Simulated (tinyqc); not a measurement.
# Reflectance at normal incidence against thickness

Normal incidence on air, film (n1) and substrate (N2 = n2 - i k2): r01 = (1 - n1)/(1 + n1), r12 = (n1 - N2)/(n1 + N2), amplitude (r01 + r12 X)/(1 + r01 r12 X), X = exp(-4 pi i n1 d/lam), R its squared modulus, phase from 0 to 360 degrees.

Values chosen for this exercise: wavelength lam = 405 nm; index of the transparent film n1 = 2.032; index of the substrate n2 = 5.42; extinction coefficient of the substrate k2 = 0.329.

Reflectance at normal incidence against thickness:
```
d (nm)  R (%)  phase of the reflected amplitude (degrees)
0       47.54                                       178.7
12      43.48                                       159.0
25      30.42                                       133.5
38      10.84                                       94.33
50      1.971                                       345.2
62      13.81                                       257.8
75      33.05                                       222.0
88      44.67                                       197.5
100     47.52                                       178.1
```

R goes from 47.5 through a minimum of 1.97 (at d = 50 nm among the rows listed) to 47.5 %. At a quarter wave, d = 49.8 nm, R = 1.94 %; for a transparent substrate it would vanish for n1 = sqrt(n2) = 2.33.

Numbers from tinyqc (`OMP_NUM_THREADS=1 python tinyqc.py 2870169 2870170 out.jsonl`; about 0.01 s on one thread of a shared Intel Xeon 2.30GHz).
